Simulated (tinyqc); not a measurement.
Dopants and charged point defects at anneal temperature: Fermi-level effect, clustering and pairing: one step, computed by the program tinyqc. Command: `OMP_NUM_THREADS=1 python tinyqc.py 3029684 3029685 out.jsonl pairing walk`. One thread of a shared host (Intel(R) Xeon(R) Processor @ 2.30GHz), about 0.01 s of CPU time with the checks.

Boltzmann statistics and full ionisation of active dopants. Energies are counted from the valence band; the defect (a vacancy or self-interstitial) has five charge states, with all degeneracy factors one.

Question. Carrier density and Fermi level. n = A/2 + sqrt(A^2/4 + n_i^2) for an active density A. chi = n/n_i (for acceptors n_i/p); E_F = E_i + k_B T ln chi; field enhancement h = 1 + A/sqrt(A^2 + 4 n_i^2).

Inputs (values chosen for the exercise, with bands modelled on silicon): anneal temperature T = 820 K.

Dopant: donor. Second part: pairing with a mobile impurity.

active density A = 6.10e+19 cm^-3

n_i = 1.061795e+17 cm^-3

E_i = 0.4669722 eV

k_B T = 0.07066213 eV

Give: n; chi; E_F; field enhancement h.

Answer.

n = 6.100e+19 cm^-3

chi = 574.5

E_F = 0.9159 eV

field enhancement h = 2.000

The doping is 574 n_i: extrinsic conditions.
